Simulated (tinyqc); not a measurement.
Surface potential of a MOS transistor: implicit equation and explicit approximations: two steps of the calculation.

p-type body, charge-sheet picture, depletion and inversion only, full ionisation (an idealisation for deep acceptors), Boltzmann statistics (rough once Na exp(x - xn) passes about Nc/7). In units of Vt: xg = (Vg - Vfb)/Vt, x = psi/Vt, G = gamma/sqrt(Vt), xn = (2 phiF + Vc)/Vt. The implicit equation is (xg - x)^2 = G^2 [x - 1 + exp(x - xn)] for x above about 3. Cox = eps0 eox/tox.

Inputs (values chosen for the exercise); band and dielectric values close to those of silicon:
```
symbol,value,unit,meaning
T,250,K,temperature
Eg,1.14,eV,band gap
eps_r,11.7,,relative permittivity
Nc,2.13e19,cm^-3,conduction-band density of states at T
Nv,2.02e19,cm^-3,valence-band density of states at T
eox,7.56,,relative permittivity of the gate insulator (close to silicon nitride)
tox,15,nm,insulator thickness
Na,1.8e18,cm^-3,acceptor density
Vfb,-0.35,V,flat-band voltage
Vc,1,V,channel-body voltage
Vg,4.66,V,gate-body voltage
```

Constants: q = 1.602176634e-19 C, kB = 1.380649e-23 J/K, Vt = kB T/q, eps0 = 8.8541878128e-14 F/cm where lengths are in cm. Results are converted to the units shown.

Question 1. Scales. ni = sqrt(Nc Nv) exp(-Eg/(2 Vt)), Eg in volts; phiF = Vt ln(Na/ni); gamma = sqrt(2 q eps0 eps_r Na)/Cox; VT = Vfb + Vt (xn + G sqrt(xn - 1)).

Give: phiF; gamma; G; xn; VT; xg.

Answer 1.

phiF = 0.5173 V
gamma = 1.732 V^0.5
G = 11.80
xn = 94.45
VT = 4.142 V
xg = 232.6

Question 2. New x. D = exp(x - xn), f = (xg - x)^2 - G^2 (x - 1 + D), f' = -2 (xg - x) - G^2 (1 + D), x(new) = x - f/f'.

x after iteration 1 = 108.58000
G = 11.801522
xn = 94.445859
xg = 232.55454

Wanted: D; f; f'; x after iteration 2.

Answer 2.

D = 1.375e6
f = -1.915e8
f' = -1.915e8
x after iteration 2 = 107.6

tinyqc, about 0.01 s, one thread, Intel Xeon 2.30GHz (shared host): `OMP_NUM_THREADS=1 python tinyqc.py 2122017 2122018 out.jsonl`
